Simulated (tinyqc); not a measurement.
Illuminated p-n diode, drift-diffusion by the Gummel loop with Scharfetter-Gummel fluxes: two steps of the calculation.

Abrupt junction at x = 0, p side from -Lp, n side to Ln, ohmic contacts. psi is counted from the intrinsic level; n = ni exp((psi - phin)/Vt), p = ni exp((phip - psi)/Vt). Contacts: p side psi = V - Vt ln(Na/ni), p = Na, n = ni^2/Na; n side psi = Vt ln(Nd/ni), n = Nd, p = ni^2/Nd. Constant mobilities, D = mu Vt, Boltzmann statistics, SRH recombination through a mid-gap level, U = (n p - ni^2)/(tp (n + ni) + tn (p + ni)). Current is positive from the p contact to the n contact.

Values chosen for this exercise; band and dielectric values close to those of In0.53Ga0.47As: temperature T = 275 K; relative permittivity eps_r = 13.8; acceptor density of the p side Na = 9.7e15 cm^-3; donor density of the n side Nd = 3.3e15 cm^-3; electron mobility mun = 9500 cm^2/(V s); hole mobility mup = 280 cm^2/(V s); SRH lifetime of electrons tn = 5e-10 s; SRH lifetime of holes tp = 6e-8 s; uniform generation rate G = 1e19 cm^-3 s^-1; bias of the p contact V = 0.28 V.

Constants: q = 1.602176634e-19 C, kB = 1.380649e-23 J/K, Vt = kB T/q, eps0 = 8.8541878128e-14 F/cm where lengths are in cm. Results are converted to the units shown.

Task 1. Poisson equation. With phin and phip held, solve a_i (psi_(i+1) - psi_i) - a_(i-1) (psi_i - psi_(i-1)) + q w_i (p_i - n_i + C_i) = 0 for the inner nodes by Newton steps to convergence; a_i = eps0 eps_r/h_i, h_i = x_(i+1) - x_i, w_i = (h_(i-1) + h_i)/2, C = -Na or +Nd.

```
node  x (nm)  phin at the start (V)  phip at the start (V)
0      -2700                   0.28                   0.28
1      -1620                      0                   0.28
2       -936                      0                   0.28
3       -503                      0                   0.28
4       -229                      0                   0.28
5        -55                      0                   0.28
6         55                      0                   0.28
7        198                      0                   0.28
8        385                      0                   0.28
9        629                      0                   0.28
10       946                      0                   0.28
11      1360                      0                   0.28
12      1900                      0                      0
```

ni = 1.6507336e11 cm^-3

Wanted: psi; n after Poisson; p after Poisson.

Result 1.

```
node  psi (V)  n after Poisson (cm^-3)  p after Poisson (cm^-3)
0      0.0198                  2.809e6                 9.700e15
1      0.0198                 3.802e11                 9.700e15
2      0.0198                 3.802e11                 9.700e15
3      0.0198                 3.804e11                 9.695e15
4      0.0205                 3.926e11                 9.393e15
5      0.0367                 7.765e11                 4.749e15
6      0.1483                 8.628e13                 4.274e13
7      0.2162                 1.513e15                 2.437e12
8      0.2326                 3.020e15                 1.221e12
9      0.2345                 3.280e15                 1.124e12
10     0.2347                 3.300e15                 1.117e12
11     0.2347                 3.301e15                 1.117e12
12     0.2347                 3.300e15                  8.257e6
```

Task 2. Recombination and current. U_i as defined. J = Jn at the p contact + Jp at the n contact + q sum w_i U_i - q G sum w_i over the inner nodes, which avoids differences of large majority fluxes: Jn = (q mun Vt/h_0)[n_1 B(d_0) - n_0 B(-d_0)], Jp = (q mup Vt/h_last)[p_(N-1) B(d_last) - p_N B(-d_last)], d_i = (psi_(i+1) - psi_i)/Vt, B(d) = d/(exp(d) - 1), w_i = (h_(i-1) + h_i)/2.

```
node  x (nm)  converged psi (V)  converged n (cm^-3)  converged p (cm^-3)
0      -2700         0.01977008          2.8091973e6               9.7e15
1      -1620         0.01976319         1.4479243e11         9.7001439e15
2       -936         0.01975953         2.4393814e11         9.7001984e15
3       -503         0.01977166         3.1196951e11         9.6944929e15
4       -229         0.02051840         3.6826771e11         9.3933999e15
5        -55         0.03668081         7.7168634e11         4.7490818e15
6         55         0.14831690         8.6240733e13         4.2709208e13
7        198         0.21620137         1.5130008e15         2.4022755e12
8        385         0.23257714         3.0196486e15         1.1117942e12
9        629         0.23453822         3.2802155e15         8.6476583e11
10       946         0.23467844         3.2997420e15         6.4602286e11
11      1360         0.23468220         3.3003423e15         3.6627713e11
12      1900         0.23467901               3.3e15          8.2573375e6
```

ni = 1.6507336e11 cm^-3

Find: U; Jn at the p contact; Jp at the n contact; recombination; generation; J.

Result 2.

U, node 0 to 12 (cm^-3 s^-1): 0  2.885e20  4.854e20  6.203e20  7.315e20  1.508e21  7.075e20  4.003e19  1.853e19  1.441e19  1.077e19  6.104e18  0
Jn at the p contact = 0.04836 A/cm^2
Jp at the n contact = 0.007211 A/cm^2
recombination = 0.01977 A/cm^2
generation = 6.072e-4 A/cm^2
J = 0.07473 A/cm^2

Computed by the program tinyqc: `OMP_NUM_THREADS=1 python tinyqc.py 2240120 2240121 out.jsonl`, one thread of a shared Intel Xeon 2.30GHz, about 0.6 s for the whole run.
